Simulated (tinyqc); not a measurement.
UHF in the sto-6g basis, for H4, spin multiplicity 1, step by step. One step of it, computed by the program tinyqc.

Task: Iteration 3: DIIS coefficients. Solve [B -1; -1 0][c; lambda] = [0; -1] for the coefficients, which sum to one.

B (overlaps of the stored error matrices), lower triangle:
```
               1              2              3
1  6.2976043e-02
2  2.5184008e-02  1.6851148e-02
3  9.0110990e-03  7.2896067e-03  3.5065404e-03
```

Give: DIIS coefficients.

Result:

DIIS coefficients: 0.119  -0.910  1.791
